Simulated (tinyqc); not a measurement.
Inside a calculation. Method: ROHF in the sto-6g basis, for H4, spin multiplicity 3. Computed by tinyqc, a small Python program that keeps every step (integrals from PySCF). Settings: charge = 0, multiplicity = 3, basis = sto-6g, energy threshold = 1e-08, iteration cap = 63, orthogonalisation = symmetric, start = atomic densities, DIIS depth = 6, method = ROHF. Command: `OMP_NUM_THREADS=1 python tinyqc.py 30642 30643 out.jsonl` (the two numbers bound the seeds that draw the settings). One thread of a shared host (Intel(R) Xeon(R) Processor @ 2.60GHz), about 0.09 s of CPU time with the checks. Later iterations appear only in the table of the cycle.

## One-electron integrals

Geometry (angstrom):

| atom | x | y | z |
|---|---|---|---|
| H | 0.00000 | 0.00000 | 0.00000 |
| H | 0.00000 | 0.00000 | 1.03900 |
| H | 0.00000 | 0.00000 | 2.41800 |
| H | 0.00000 | 0.00000 | 3.45700 |

Basis sto-6g: exponents (1/bohr^2) and contraction coefficients of normalised primitives:

| element | l (shell) | exponent | coefficient |
|---|---|---|---|
| H | s (1) | 35.52322 | 0.00916 |
| H | s (1) | 6.51314 | 0.04936 |
| H | s (1) | 1.82214 | 0.16854 |
| H | s (1) | 0.62596 | 0.37056 |
| H | s (1) | 0.24308 | 0.41649 |
| H | s (1) | 0.10011 | 0.13033 |

Overlap, kinetic and nuclear-attraction integrals over the contracted functions; the nuclear repulsion is the sum of Za Zb / Rab.

nuclear repulsion = 1.9931401 hartree

overlap S:
```
         1H 1s    2H 1s    3H 1s    4H 1s
1H 1s  1.00000  0.47411  0.06011  0.00934
2H 1s  0.47411  1.00000  0.30465  0.06011
3H 1s  0.06011  0.30465  1.00000  0.47411
4H 1s  0.00934  0.06011  0.47411  1.00000
```

kinetic energy T (hartree):
```
          1H 1s     2H 1s     3H 1s     4H 1s
1H 1s   0.76852   0.09830  -0.01076  -0.00297
2H 1s   0.09830   0.76852   0.02278  -0.01076
3H 1s  -0.01076   0.02278   0.76852   0.09830
4H 1s  -0.00297  -0.01076   0.09830   0.76852
```

nuclear attraction V (hartree):
```
          1H 1s     2H 1s     3H 1s     4H 1s
1H 1s  -2.10735  -0.96633  -0.11116  -0.01636
2H 1s  -0.96633  -2.33548  -0.60645  -0.11116
3H 1s  -0.11116  -0.60645  -2.33548  -0.96633
4H 1s  -0.01636  -0.11116  -0.96633  -2.10735
```

core Hamiltonian H = T + V (hartree):
```
          1H 1s     2H 1s     3H 1s     4H 1s
1H 1s  -1.33883  -0.86803  -0.12192  -0.01933
2H 1s  -0.86803  -1.56696  -0.58368  -0.12192
3H 1s  -0.12192  -0.58368  -1.56696  -0.86803
4H 1s  -0.01933  -0.12192  -0.86803  -1.33883
```

## Two-electron integrals

Functions are numbered as in S; the eight-fold symmetry (ij|kl) = (ji|kl) = (kl|ij) leaves the list below.

Two-electron integrals (ij|kl) in chemists' order, unique and non-zero (hartree):
```
(11|11) 0.77500    (21|11) 0.29187    (21|21) 0.14247    (22|11) 0.46552
(22|21) 0.29187    (22|22) 0.77500    (31|11) 0.02509    (31|21) 0.01375
(31|22) 0.03296    (31|31) 0.00169    (32|11) 0.09435    (32|21) 0.05982
(32|22) 0.16913    (32|31) 0.00895    (32|32) 0.05414    (33|11) 0.21868
(33|21) 0.13301    (33|22) 0.37242    (33|31) 0.02509    (33|32) 0.16913
(33|33) 0.77500    (41|11) 0.00309    (41|21) 0.00172    (41|22) 0.00422
(41|31) 0.00023    (41|32) 0.00129    (41|33) 0.00422    (41|41) 3.44e-05
(42|11) 0.01490    (42|21) 0.00913    (42|22) 0.02509    (42|31) 0.00145
(42|32) 0.00895    (42|33) 0.03296    (42|41) 0.00023    (42|42) 0.00169
(43|11) 0.08593    (43|21) 0.05002    (43|22) 0.13301    (43|31) 0.00913
(43|32) 0.05982    (43|33) 0.29187    (43|41) 0.00172    (43|42) 0.01375
(43|43) 0.14247    (44|11) 0.15307    (44|21) 0.08593    (44|22) 0.21868
(44|31) 0.01490    (44|32) 0.09435    (44|33) 0.46552    (44|41) 0.00309
(44|42) 0.02509    (44|43) 0.29187    (44|44) 0.77500
```

## Orthogonalisation

S = U s U^T; symmetric (Loewdin) form X = U s^(-1/2) U^T, so that X^T S X = 1.

eigenvalues of S: 0.40346  0.60274  1.28255  1.71125

X:
```
          1H 1s     2H 1s     3H 1s     4H 1s
1H 1s   1.10427  -0.28896   0.03661  -0.00828
2H 1s  -0.28896   1.15065  -0.19414   0.03661
3H 1s   0.03661  -0.19414   1.15065  -0.28896
4H 1s  -0.00828   0.03661  -0.28896   1.10427
```

## Starting guess

The start is atomic minimal-basis densities projected into this basis (PySCF's MINAO start) and scaled to the electron count of each spin; this density is not idempotent, so its energy is not variational and may lie below the converged one.

D(alpha) at the start:
```
         1H 1s    2H 1s    3H 1s    4H 1s
1H 1s  0.71775  0.07116  0.01081  0.00179
2H 1s  0.07116  0.69233  0.06936  0.01081
3H 1s  0.01081  0.06936  0.69233  0.07116
4H 1s  0.00179  0.01081  0.07116  0.71775
```

D(beta) at the start:
```
         1H 1s    2H 1s    3H 1s    4H 1s
1H 1s  0.23925  0.02372  0.00360  0.00060
2H 1s  0.02372  0.23078  0.02312  0.00360
3H 1s  0.00360  0.02312  0.23078  0.02372
4H 1s  0.00060  0.00360  0.02372  0.23925
```

## Iteration 1: building the Fock matrix

J_ij = sum D_kl (ij|kl) with D = D(alpha) + D(beta), K_ij = sum D_kl (ik|jl) for each spin; F = H + J - K(s); E = tr D H + tr D J / 2 - 0.5 sum_s tr D(s) K(s) + E_nn.

Coulomb J (hartree):
```
         1H 1s    2H 1s    3H 1s    4H 1s
1H 1s  1.61006  0.80202  0.09795  0.01462
2H 1s  0.80202  1.82757  0.52608  0.09795
3H 1s  0.09795  0.52608  1.82757  0.80202
4H 1s  0.01462  0.09795  0.80202  1.61006
```

exchange K(alpha) (hartree):
```
         1H 1s    2H 1s    3H 1s    4H 1s
1H 1s  0.70016  0.46915  0.09961  0.02515
2H 1s  0.46915  0.74565  0.29988  0.09961
3H 1s  0.09961  0.29988  0.74565  0.46915
4H 1s  0.02515  0.09961  0.46915  0.70016
```

exchange K(beta) (hartree):
```
         1H 1s    2H 1s    3H 1s    4H 1s
1H 1s  0.23339  0.15638  0.03320  0.00838
2H 1s  0.15638  0.24855  0.09996  0.03320
3H 1s  0.03320  0.09996  0.24855  0.15638
4H 1s  0.00838  0.03320  0.15638  0.23339
```

F(alpha) (hartree):
```
          1H 1s     2H 1s     3H 1s     4H 1s
1H 1s  -0.42892  -0.53516  -0.12358  -0.02986
2H 1s  -0.53516  -0.48504  -0.35748  -0.12358
3H 1s  -0.12358  -0.35748  -0.48504  -0.53516
4H 1s  -0.02986  -0.12358  -0.53516  -0.42892
```

F(beta) (hartree):
```
          1H 1s     2H 1s     3H 1s     4H 1s
1H 1s   0.03785  -0.22239  -0.05717  -0.01309
2H 1s  -0.22239   0.01206  -0.15756  -0.05717
3H 1s  -0.05717  -0.15756   0.01206  -0.22239
4H 1s  -0.01309  -0.05717  -0.22239   0.03785
```

total energy of this density = -1.7069660 hartree

This density is the starting one; it is not idempotent, so its energy is not variational and may lie below the converged one.

## Iteration 1: Roothaan effective Fock matrix

With projectors Pc = D(beta) S, Po = (D(alpha) - D(beta)) S, Pv = 1 - D(alpha) S, the block xy is Px^T F Py; with Fc = (F(alpha) + F(beta))/2, the blocks are Fc for cc, oo, vv and cv, F(beta) for co and F(alpha) for ov.

effective F (hartree):
```
          1H 1s     2H 1s     3H 1s     4H 1s
1H 1s  -0.01674  -0.14817   0.08534   0.08530
2H 1s  -0.14817   0.02893  -0.01490   0.08534
3H 1s   0.08534  -0.01490   0.02893  -0.14817
4H 1s   0.08530   0.08534  -0.14817  -0.01674
```

## Iteration 1: diagonalisation and new density

Diagonalise F' = X^T F X, C = X C', fill 3 alpha and 1 beta electrons from the bottom; D(s) = C_occ C_occ^T. Each column has its largest component positive (the first on a tie).

F' = X^T F X (hartree):
```
          1         2         3         4
1   0.08276  -0.22428   0.13207   0.03525
2  -0.22428   0.16022  -0.11270   0.13207
3   0.13207  -0.11270   0.16022  -0.22428
4   0.03525   0.13207  -0.22428   0.08276
```

orbital energies (hartree): MO1 -0.21353, MO2 -0.01595, MO3 0.18148, MO4 0.53396

coefficients C:
```
            MO1      MO2       MO3       MO4
1H 1s   0.49859  0.29244   0.73954  -0.65061
2H 1s   0.37622  0.45594  -0.53048   0.90316
3H 1s  -0.37622  0.45594  -0.53048  -0.90316
4H 1s  -0.49859  0.29244   0.73954   0.65061
```

D(alpha) after iteration 1:
```
          1H 1s     2H 1s     3H 1s     4H 1s
1H 1s   0.88103  -0.07140  -0.44655   0.38386
2H 1s  -0.07140   0.63083   0.34775  -0.44655
3H 1s  -0.44655   0.34775   0.63083  -0.07140
4H 1s   0.38386  -0.44655  -0.07140   0.88103
```

D(beta) after iteration 1:
```
          1H 1s     2H 1s     3H 1s     4H 1s
1H 1s   0.24859   0.18758  -0.18758  -0.24859
2H 1s   0.18758   0.14154  -0.14154  -0.18758
3H 1s  -0.18758  -0.14154   0.14154   0.18758
4H 1s  -0.24859  -0.18758   0.18758   0.24859
```

## Iteration 2: building the Fock matrix

As before.

Coulomb J (hartree):
```
         1H 1s    2H 1s    3H 1s    4H 1s
1H 1s  1.65364  0.79578  0.09510  0.01427
2H 1s  0.79578  1.75511  0.50221  0.09510
3H 1s  0.09510  0.50221  1.75511  0.79578
4H 1s  0.01427  0.09510  0.79578  1.65364
```

exchange K(alpha) (hartree):
```
         1H 1s    2H 1s    3H 1s    4H 1s
1H 1s  0.72005  0.38792  0.02964  0.01431
2H 1s  0.38792  0.65591  0.26568  0.02964
3H 1s  0.02964  0.26568  0.65591  0.38792
4H 1s  0.01431  0.02964  0.38792  0.72005
```

exchange K(beta) (hartree):
```
          1H 1s     2H 1s     3H 1s     4H 1s
1H 1s   0.30716   0.18970  -0.05101  -0.06731
2H 1s   0.18970   0.18178  -0.03691  -0.05101
3H 1s  -0.05101  -0.03691   0.18178   0.18970
4H 1s  -0.06731  -0.05101   0.18970   0.30716
```

F(alpha) (hartree):
```
          1H 1s     2H 1s     3H 1s     4H 1s
1H 1s  -0.40525  -0.46016  -0.05645  -0.01937
2H 1s  -0.46016  -0.46775  -0.34715  -0.05645
3H 1s  -0.05645  -0.34715  -0.46775  -0.46016
4H 1s  -0.01937  -0.05645  -0.46016  -0.40525
```

F(beta) (hartree):
```
          1H 1s     2H 1s     3H 1s     4H 1s
1H 1s   0.00765  -0.26195   0.02419   0.06225
2H 1s  -0.26195   0.00638  -0.04456   0.02419
3H 1s   0.02419  -0.04456   0.00638  -0.26195
4H 1s   0.06225   0.02419  -0.26195   0.00765
```

total energy of this density = -1.6773875 hartree

## Iteration 2: Roothaan effective Fock matrix

As before.

effective F (hartree):
```
          1H 1s     2H 1s     3H 1s     4H 1s
1H 1s  -0.19880  -0.36105  -0.01613   0.02144
2H 1s  -0.36105  -0.23069  -0.19586  -0.01613
3H 1s  -0.01613  -0.19586  -0.23069  -0.36105
4H 1s   0.02144  -0.01613  -0.36105  -0.19880
```

## Iteration 2: DIIS over 2 matrices

error matrix X^T (FDS - SDF) X:
```
          1         2         3         4
1   0.00000   0.02257  -0.02257   0.00000
2  -0.02257   0.00000   0.00000   0.02257
3   0.02257   0.00000   0.00000  -0.02257
4   0.00000  -0.02257   0.02257   0.00000
```

B (overlaps of the stored error matrices):
```
               1              2
1  2.1088742e-03  2.6801227e-03
2  2.6801227e-03  4.0745740e-03
```

Minimise |sum c_i e_i|^2 with sum c_i = 1: solve [B -1; -1 0][c; lambda] = [0; -1] with B_ij = tr e_i^T e_j, and take F = sum c_i F_i.

DIIS coefficients: 1.69393  -0.69393

extrapolated F (hartree):
```
          1H 1s     2H 1s     3H 1s     4H 1s
1H 1s   0.10960  -0.00044   0.15576   0.12962
2H 1s  -0.00044   0.20908   0.11067   0.15576
3H 1s   0.15576   0.11067   0.20908  -0.00044
4H 1s   0.12962   0.15576  -0.00044   0.10960
```

## Iteration 2: diagonalisation and new density

As before.

F' = X^T F X (hartree):
```
          1         2         3         4
1   0.16030  -0.12835   0.15773   0.06150
2  -0.12835   0.27271  -0.03992   0.15773
3   0.15773  -0.03992   0.27271  -0.12835
4   0.06150   0.15773  -0.12835   0.16030
```

orbital energies (hartree): MO1 -0.09969, MO2 0.19741, MO3 0.25718, MO4 0.51112

coefficients C:
```
            MO1       MO2      MO3       MO4
1H 1s   0.51511   0.71024  0.35778  -0.63761
2H 1s   0.35293  -0.56934  0.40637   0.91251
3H 1s  -0.35293  -0.56934  0.40637  -0.91251
4H 1s  -0.51511   0.71024  0.35778   0.63761
```

D(alpha) after iteration 2:
```
          1H 1s     2H 1s     3H 1s     4H 1s
1H 1s   0.89778  -0.07718  -0.44077   0.36711
2H 1s  -0.07718   0.61385   0.36473  -0.44077
3H 1s  -0.44077   0.36473   0.61385  -0.07718
4H 1s   0.36711  -0.44077  -0.07718   0.89778
```

D(beta) after iteration 2:
```
          1H 1s     2H 1s     3H 1s     4H 1s
1H 1s   0.26534   0.18180  -0.18180  -0.26534
2H 1s   0.18180   0.12456  -0.12456  -0.18180
3H 1s  -0.18180  -0.12456   0.12456   0.18180
4H 1s  -0.26534  -0.18180   0.18180   0.26534
```

## Iteration 3: building the Fock matrix

As before.

Coulomb J (hartree):
```
         1H 1s    2H 1s    3H 1s    4H 1s
1H 1s  1.65988  0.79403  0.09461  0.01420
2H 1s  0.79403  1.74179  0.49828  0.09461
3H 1s  0.09461  0.49828  1.74179  0.79403
4H 1s  0.01420  0.09461  0.79403  1.65988
```

exchange K(alpha) (hartree):
```
         1H 1s    2H 1s    3H 1s    4H 1s
1H 1s  0.72788  0.38617  0.03048  0.01321
2H 1s  0.38617  0.64719  0.26735  0.03048
3H 1s  0.03048  0.26735  0.64719  0.38617
4H 1s  0.01321  0.03048  0.38617  0.72788
```

exchange K(beta) (hartree):
```
          1H 1s     2H 1s     3H 1s     4H 1s
1H 1s   0.31499   0.18795  -0.05017  -0.06840
2H 1s   0.18795   0.17306  -0.03524  -0.05017
3H 1s  -0.05017  -0.03524   0.17306   0.18795
4H 1s  -0.06840  -0.05017   0.18795   0.31499
```

F(alpha) (hartree):
```
          1H 1s     2H 1s     3H 1s     4H 1s
1H 1s  -0.40683  -0.46016  -0.05779  -0.01834
2H 1s  -0.46016  -0.47236  -0.35275  -0.05779
3H 1s  -0.05779  -0.35275  -0.47236  -0.46016
4H 1s  -0.01834  -0.05779  -0.46016  -0.40683
```

F(beta) (hartree):
```
          1H 1s     2H 1s     3H 1s     4H 1s
1H 1s   0.00606  -0.26195   0.02285   0.06328
2H 1s  -0.26195   0.00178  -0.05016   0.02285
3H 1s   0.02285  -0.05016   0.00178  -0.26195
4H 1s   0.06328   0.02285  -0.26195   0.00606
```

total energy of this density = -1.6739812 hartree

## Iteration 3: Roothaan effective Fock matrix

As before.

effective F (hartree):
```
          1H 1s     2H 1s     3H 1s     4H 1s
1H 1s  -0.20038  -0.36106  -0.01747   0.02247
2H 1s  -0.36106  -0.23529  -0.20145  -0.01747
3H 1s  -0.01747  -0.20145  -0.23529  -0.36106
4H 1s   0.02247  -0.01747  -0.36106  -0.20038
```

## Iteration 3: DIIS over 3 matrices

error matrix X^T (FDS - SDF) X:
```
          1         2         3         4
1   0.00000   0.04377  -0.04377   0.00000
2  -0.04377   0.00000   0.00000   0.04377
3   0.04377   0.00000   0.00000  -0.04377
4   0.00000  -0.04377   0.04377   0.00000
```

B (overlaps of the stored error matrices):
```
               1              2              3
1  2.1088742e-03  2.6801227e-03  5.1980921e-03
2  2.6801227e-03  4.0745740e-03  7.9026271e-03
3  5.1980921e-03  7.9026271e-03  1.5327128e-02
```

As before.

DIIS coefficients: 0.00000  2.06440  -1.06440

extrapolated F (hartree):
```
          1H 1s     2H 1s     3H 1s     4H 1s
1H 1s  -0.19711  -0.36105  -0.01471   0.02034
2H 1s  -0.36105  -0.22579  -0.18990  -0.01471
3H 1s  -0.01471  -0.18990  -0.22579  -0.36105
4H 1s   0.02034  -0.01471  -0.36105  -0.19711
```

## Iteration 3: diagonalisation and new density

As before.

F' = X^T F X (hartree):
```
          1         2         3         4
1  -0.02651  -0.36452   0.09590  -0.00445
2  -0.36452   0.00258  -0.21276   0.09590
3   0.09590  -0.21276   0.00258  -0.36452
4  -0.00445   0.09590  -0.36452  -0.02651
```

orbital energies (hartree): MO1 -0.40374, MO2 -0.37883, MO3 0.16261, MO4 0.57211

coefficients C:
```
           MO1       MO2       MO3       MO4
1H 1s  0.30830   0.48083   0.73307  -0.66384
2H 1s  0.44441   0.40048  -0.54017   0.89266
3H 1s  0.44441  -0.40048  -0.54017  -0.89266
4H 1s  0.30830  -0.48083   0.73307   0.66384
```

D(alpha) after iteration 3:
```
          1H 1s     2H 1s     3H 1s     4H 1s
1H 1s   0.86364  -0.06641  -0.45153   0.40125
2H 1s  -0.06641   0.64967   0.32891  -0.45153
3H 1s  -0.45153   0.32891   0.64967  -0.06641
4H 1s   0.40125  -0.45153  -0.06641   0.86364
```

D(beta) after iteration 3:
```
         1H 1s    2H 1s    3H 1s    4H 1s
1H 1s  0.09505  0.13701  0.13701  0.09505
2H 1s  0.13701  0.19750  0.19750  0.13701
3H 1s  0.13701  0.19750  0.19750  0.13701
4H 1s  0.09505  0.13701  0.13701  0.09505
```

## Iteration 13 (converged): orbitals

converged F (hartree):
```
          1H 1s     2H 1s     3H 1s     4H 1s
1H 1s  -0.17255  -0.32085  -0.08778   0.01809
2H 1s  -0.32085  -0.24174  -0.36324  -0.08778
3H 1s  -0.08778  -0.36324  -0.24174  -0.32085
4H 1s   0.01809  -0.08778  -0.32085  -0.17255
```

As before.

F' = X^T F X (hartree):
```
          1         2         3         4
1  -0.02614  -0.31160   0.04595   0.02810
2  -0.31160   0.01877  -0.38483   0.04595
3   0.04595  -0.38483   0.01877  -0.31160
4   0.02810   0.04595  -0.31160  -0.02614
```

orbital energies (hartree): MO1 -0.50521, MO2 -0.24988, MO3 0.14112, MO4 0.59924

coefficients C:
```
           MO1       MO2       MO3       MO4
1H 1s  0.20152   0.57964   0.76931  -0.57958
2H 1s  0.51634   0.25447  -0.47189   0.94471
3H 1s  0.51634  -0.25447  -0.47189  -0.94471
4H 1s  0.20152  -0.57964   0.76931   0.57958
```

D(alpha) after iteration 13:
```
          1H 1s     2H 1s     3H 1s     4H 1s
1H 1s   0.96842  -0.11147  -0.40647   0.29647
2H 1s  -0.11147   0.55405   0.42453  -0.40647
3H 1s  -0.40647   0.42453   0.55405  -0.11147
4H 1s   0.29647  -0.40647  -0.11147   0.96842
```

D(beta) after iteration 13:
```
         1H 1s    2H 1s    3H 1s    4H 1s
1H 1s  0.04061  0.10406  0.10406  0.04061
2H 1s  0.10406  0.26661  0.26661  0.10406
3H 1s  0.10406  0.26661  0.26661  0.10406
4H 1s  0.04061  0.10406  0.10406  0.04061
```

## Convergence

Stop when the energy changes by less than 1e-08 hartree and every element of the error matrix X^T (F D S - S D F) X is below 3e-05.

Course of the cycle:

| iteration | E (hartree) | change | largest element of the error matrix |
|---|---|---|---|
| 1 | -1.7069660 | - | 2.14e-02 |
| 2 | -1.6773875 | 2.96e-02 | 2.26e-02 |
| 3 | -1.6739812 | 3.41e-03 | 4.38e-02 |
| 4 | -1.8151420 | -1.41e-01 | 6.39e-02 |
| 5 | -1.8156552 | -5.13e-04 | 6.31e-02 |
| 6 | -1.8159882 | -3.33e-04 | 6.26e-02 |
| 7 | -1.8162572 | -2.69e-04 | 6.22e-02 |
| 8 | -1.8157804 | 4.77e-04 | 6.30e-02 |
| 9 | -1.8295014 | -1.37e-02 | 3.57e-02 |
| 10 | -1.8353157 | -5.81e-03 | 5.40e-03 |
| 11 | -1.8354044 | -8.87e-05 | 2.87e-03 |
| 12 | -1.8354405 | -3.61e-05 | 5.92e-06 |
| 13 | -1.8354405 | 5.99e-10 | 1.28e-05 |

PySCF ROHF in the same basis = -1.8354405 hartree

Converged in 13 iterations.

## Populations, bond orders and dipole

Mulliken: Z minus the diagonal of D S on the atom; Loewdin: the same with S^(1/2) D S^(1/2); Mayer order: 2 sum_s sum (D(s) S)_ij (D(s) S)_ji over the two atoms.

Charges (e):

| atom | Mulliken | Loewdin | Mulliken spin |
|---|---|---|---|
| 1H | 0.00951 | 0.00755 | 0.79733 |
| 2H | -0.00951 | -0.00755 | 0.20267 |
| 3H | -0.00951 | -0.00755 | 0.20267 |
| 4H | 0.00951 | 0.00755 | 0.79733 |

Mayer bond orders:

| pair | order |
|---|---|
| 2-1 | 0.16151 |
| 3-1 | 0.16151 |
| 3-2 | 0.63582 |
| 4-1 | 0.04117 |
| 4-2 | 0.16151 |
| 4-3 | 0.16151 |

dipole moment about the origin, x y z (debye): 0.00000  0.00000  0.00000
